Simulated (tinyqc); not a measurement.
Reaction control against transport control: chemical vapour deposition: Grove model, boundary layer, depletion and step coverage. Computed by tinyqc, a small Python program. Command: `OMP_NUM_THREADS=1 python tinyqc.py 3010106 3010107 out.jsonl cvd walk`. One thread of a shared host (Intel(R) Xeon(R) Processor @ 2.30GHz), about 0.03 s of CPU time with the checks.

A precursor diffuses to the surface and reacts there at first order; each molecule that reacts adds one formula unit of film.

Inputs (values chosen for the exercise, close to those used for silicon dioxide from an alkoxysilane):
```
quantity                                            value                unit
prefactor k0 of k_s                               1.1e+09                cm/s
activation energy E                                  1.98                  eV
temperature T                                         730                   C
total pressure p                                      760                torr
mole fraction of the precursor Y                    0.016                   -
gas diffusivity D0 at 273.15 K and 760 torr          0.41              cm^2/s
film density N                                    2.2e+22  formula units/cm^3
gas velocity U                                         22                cm/s
kinematic viscosity nu0 at 273.15 K and 760 torr     0.54              cm^2/s
susceptor length L                                     38                  cm
channel height b                                      6.3                  cm
```

Reactor: horizontal, atmospheric.

Constants: k_B = 8.617333262e-05 eV/K; k_B = 1.380649e-23 J/K.

Method:
- k_s = k0 exp(-E/(k_B T)); C_g = Y p/(k_B T), 1 torr = 133.322 Pa; D = D0 (T/273.15)^1.75 (760/p).
- nu = nu0 (T/273.15)^1.75 (760/p); Re = U L/nu; mean boundary layer delta = (2/3) L/sqrt(Re), at most b/2; h_g = D/delta.
- Fluxes in series: C_s = C_g/(1 + k_s/h_g); growth rate G = k_s h_g/(k_s + h_g) C_g/N; 1 cm/s = 6e8 nm/min.
- Temperatures in kelvin are T(C) + 273.15.

Rates:
```
T (C)  k_s (cm/s)  h_g (cm/s)  G (nm/min)  reaction limit (nm/min)  transport limit (nm/min)
530    4.1387e-04      1.6362  1.6498e+00               1.6502e+00                    6524.2
580    2.2132e-03      1.7250  8.2969e+00               8.3076e+00                    6475.1
630    9.8300e-03      1.8132  3.4668e+01               3.4856e+01                    6429.2
680    3.7338e-02      1.9007  1.2303e+02               1.2545e+02                    6386.0
730    1.2416e-01      1.9877  3.7305e+02               3.9635e+02                    6345.4
780    3.6833e-01      2.0741  9.5112e+02               1.1200e+03                    6306.9
830    9.9014e-01      2.1600  1.9709e+03               2.8744e+03                    6270.4
880    2.4429e+00      2.2454  3.2493e+03               6.7843e+03                    6235.8
930    5.5915e+00      2.3304  4.3781e+03               1.4883e+04                    6202.8
```

What does the comparison show, and why?

The apparent activation energy of G is 1.91 eV between the first rows and 0.71 eV between the last, against E = 1.98 eV. k_s passes h_g between 830 and 880 C, where control shifts from the surface to the gas. In the reaction limit the slope is E - k_B T, because C_g falls as 1/T; any further lowering comes from transport.

Extremes, crossings and ranges named in words are read from the listed rows.
